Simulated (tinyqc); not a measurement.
What moves the results: Slater-Koster d bands of a bcc metal. A value that a table varies takes the place of the one given here.

Slater-Koster d bands. For a bond with direction cosines (l, m, n) the 5 x 5 block is dds Ps + ddp Pp + ddd (1 - Ps - Pp), the projectors on sigma, pi and delta states about the bond; for instance <xy|xy> = 3 l^2 m^2 dds + (l^2 + m^2 - 4 l^2 m^2) ddp + (n^2 + l^2 m^2) ddd, <xy|yz> = 3 l m^2 n dds + l n (1 - 4 m^2) ddp + l n (m^2 - 1) ddd and <3z2-r2|3z2-r2> = (n^2 - (l^2 + m^2)/2)^2 dds + 3 n^2 (l^2 + m^2) ddp + (3/4)(l^2 + m^2)^2 ddd. H(k) sums the blocks times cos(k.R) over the neighbours; the d level is the zero of energy; k in 2 pi/a.

Neighbours: eight at (a/2)(1,1,1) and equivalents, and six at a(1,0,0) and equivalents with the integrals times f2.

Mesh: k = f1 b1 + f2 b2 + f3 b3 with fractions (j + 1/2)/N, j = 0 to N - 1, and b = (-1,1,1), (1,-1,1), (1,1,-1) for fcc, (0,1,1), (1,0,1), (1,1,0) for bcc, unit vectors for simple cubic. The lowest Nd/10 of all levels are filled with two electrons each; the bond energy is their sum per atom.

Parameters, chosen for this exercise (of the size met in Mo; not measured data):
- dds = -1.347 eV (dd sigma)
- ddp = 0.647 eV (dd pi)
- ddd = -0.216 eV (dd delta)
- f2 = 0.487 (factor on all three integrals for second neighbours)
- N = 10 (mesh)

## Band filling: full bands against the rectangular model

W = sqrt(12 mu2) with mu2 the mean square level on the mesh; rectangular model: Fermi level W (Nd/10 - 1/2), bond energy -W Nd (10 - Nd)/20. The Fermi level of the mesh is the highest filled level.

Per atom (eV):

| Nd | EF, bands | bond energy, bands | EF, rectangle | bond energy, rectangle |
|---|---|---|---|---|
| 1 | -3.015 | -3.366 | -3.152 | -3.546 |
| 2 | -2.583 | -6.119 | -2.364 | -6.303 |
| 3 | -2.013 | -8.479 | -1.576 | -8.273 |
| 4 | -0.886 | -10.040 | -0.788 | -9.455 |
| 5 | 0.590 | -9.978 | 0.000 | -9.849 |
| 6 | 1.130 | -9.072 | 0.788 | -9.455 |
| 7 | 1.620 | -7.708 | 1.576 | -8.273 |
| 8 | 2.030 | -5.938 | 2.364 | -6.303 |
| 9 | 2.874 | -3.514 | 3.152 | -3.546 |

W = 7.879 eV
full width on the mesh = 9.120 eV

What can be read from the table?

The bond energy is deepest at Nd = 4 (-10.040 eV); the rectangle has its minimum at 5. The two differ most at Nd = 4, by 0.585 eV or 6 % of the deepest value: the second moment fixes the parabola, and higher moments the rest. At Nd = 3 and 7 the bands give -8.479 and -7.708 eV, a skew towards less than half filling.

## Which lattice a d-band metal prefers

fcc has twelve neighbours, bcc eight and six (the six times f2), simple cubic six. The integrals of bcc and sc are scaled so that all three have the second moment of fcc, which stands for equal repulsion (structural energy difference theorem). s and p electrons are left out.

Bond energy per atom:

| Nd | fcc (eV) | bcc - fcc (meV) | sc - fcc (meV) |
|---|---|---|---|
| 1 | -4.066 | 268 | -417 |
| 2 | -7.052 | 147 | -191 |
| 3 | -9.296 | -272 | 261 |
| 4 | -10.820 | -509 | 812 |
| 5 | -11.323 | 63 | 1009 |
| 6 | -10.709 | 471 | 701 |
| 7 | -9.129 | 431 | 94 |
| 8 | -6.857 | 157 | -386 |
| 9 | -3.789 | -177 | -695 |

scale factors: bcc 1.1285, sc 1.4142

mu3/mu2^1.5: fcc -0.083, bcc -0.082, sc 0.000

mu4/mu2^2: fcc 1.773, bcc 1.693, sc 2.620

largest change of a difference when N is raised to 14 = 34 meV

What can be read from the table?

fcc is lowest for Nd = 5, 6 and 7. bcc is lowest for Nd = 3 and 4. sc is lowest for Nd = 1, 2, 8 and 9. bcc gains most on fcc at Nd = 4 (-509 meV). A small fourth moment marks a two-peaked band, which tends to favour fillings near one half; bcc has -5 % against fcc, and at Nd = 5 it lies +63 meV from fcc, which the fourth moment alone does not explain (differences of a few tens of meV are within the error of the mesh; hcp is left out, and this d-only model can miss the lattice of the real metal). The third moments, from three-membered rings, skew the bands. That simple cubic wins anywhere comes from keeping d bands and equal second moments alone; no transition metal takes it. Differences below about 34 meV are within the error of this mesh, and the s and p electrons left out weigh most where the d band is nearly empty or full.

## What each integral does

Levels at Gamma, E(t2g) = (8/3) dds + (16/9) ddp + (32/9) ddd + f2 (4 ddp + 2 ddd), E(eg) = (16/3) ddp + (8/3) ddd + f2 (3 dds + 3 ddd), and W = sqrt(12 mu2), the width of a rectangular band with the same second moment mu2 = z (dds^2 + 2 ddp^2 + 2 ddd^2)/5, z = 8 + 6 f2^2. Each row changes one parameter from the base and keeps the others.

Results:

| case | t2g (eV) | eg (eV) | W (eV) |
|---|---|---|---|
| base | -2.1598 | 0.5911 | 7.8789 |
| dds = -1.549 eV | -2.6985 | 0.2960 | 8.6780 |
| ddp = 0.744 eV | -1.7984 | 1.1085 | 8.2571 |
| ddd = -0.2484 eV | -2.3066 | 0.4574 | 7.9220 |
| f2 = 0.56 | -2.0024 | 0.2488 | 8.0684 |

How do the results move?

The largest shifts from the base row, up to three for each result and ties (the steps differ in size, so this ranks the rows, not the parameters). t2g (eV): dds -0.5387, ddp +0.3614, f2 +0.1574. eg (eV): ddp +0.5173, f2 -0.3423, dds -0.2951. W (eV): dds +0.7990, ddp +0.3782, f2 +0.1894. The ratio of the shifts of t2g and eg names the integral: it is the ratio of the coefficients in the two formulas.

Computed by tinyqc, a small Python program: `OMP_NUM_THREADS=1 python tinyqc.py 1452397 1452398 out.jsonl` (the numbers bound the seed that draws the inputs); one thread of a shared host (Intel(R) Xeon(R) Processor @ 2.30GHz), about 0.03 s for the whole set of steps.
